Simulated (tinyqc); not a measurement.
# Worked calculation: programming of a floating-gate cell by Fowler-Nordheim tunnelling

tinyqc, about 0.01 s, one thread, Intel Xeon 2.30GHz (shared host): `OMP_NUM_THREADS=1 python tinyqc.py 2130055 2130056 out.jsonl` Printed values are rounded.

Per tunnel area the floating gate has Ctun = 3.9 eps0/tox to the channel (0 V) and Ccg to the control gate, Ct = Ctun/(1 - ag), no other coupling. With the threshold shift U = -Q/Ccg the field is F = ag (Vg - U)/tox, and dU/dt = J/Ccg. Fowler-Nordheim: J = A F^2 exp(-B/F), A = q^2/(16 pi^2 hbar mo phi) (times 1e14 for A/cm^2 with F in V/nm, emitter mass m0), B = (4/3) sqrt(mo/C) phi^1.5, C = hbar^2/(2 m0).

Parameters, values chosen for the exercise; oxide values close to those of silicon dioxide: tunnel barrier phi = 3 eV; tunnelling mass mo = 0.44 m0; tunnel oxide thickness tox = 6.6 nm; coupling ratio Ccg/Ct ag = 0.71; tunnel area ar = 890 nm^2; threshold shift at the start Vt0 = -0.9 V; control-gate voltage Vg = 9 V; time step dt = 69 us; steps n = 8.

Constants: q = 1.602176634e-19 C, hbar = 1.054571817e-34 J s, m0 = 9.1093837015e-31 kg, eps0 = 8.8541878128e-14 F/cm where lengths are in cm, hbar^2/(2 m0) = 0.0380998212 eV nm^2. Results are converted to the units shown.

Range of the model: Programming fields of 10 MV/cm and more wear the oxide; trapping and the channel potential are ignored.

## Constants of the cell

A, B, Ccg = ag Ct, the starting field and current, K = A B ag/(Ccg tox), and the knee time t0 = exp(B/F(0))/K.

A = 1.167753e8 A cm^-2 (V/nm)^-2
B = 23.54428 V/nm
Ccg = 1.280943 uF/cm^2
F(0) = 1.065 V/nm
J(0) = 0.03318699 A/cm^2
K = 2.308985e14 1/s
t0 = 17.28467 us
electrons for 1 V of shift = 71.15565

## Explicit time steps against the exact solution

U(new) = U + dt J(F(U))/Ccg. Exact: exp(B/F(t)) = exp(B/F(0)) + K t, K = A B ag/(Ccg tox), and U = Vg - tox F/ag.

```
step	t (us)	F (V/nm)	J (A/cm^2)	U by steps (V)	U exact (V)
0	0	1.065000	0.03318699	-0.9000000	-0.9000000
1	69	0.872690	1.707070e-4	0.8876695	-0.2288028
2	138	0.871701	1.651848e-4	0.8968649	-0.0056627
3	207	0.870744	1.600003e-4	0.9057628	0.1285461
4	276	0.869817	1.551237e-4	0.9143815	0.2239631
5	345	0.868918	1.505286e-4	0.9227375	0.2976913
6	414	0.868045	1.461913e-4	0.9308459	0.3576001
7	483	0.867198	1.420910e-4	0.9387208	0.4079524
8	552	0.866375	1.382087e-4	0.9463747	0.4513134
```

The steps run ahead by 1120 mV after the first and 495 mV after the last, as each uses the larger current of its start; the step is 4.0 of the knee time t0. The overshoot lowers the field, so later steps gain less than the exact curve and the error ends smaller than after the first step.
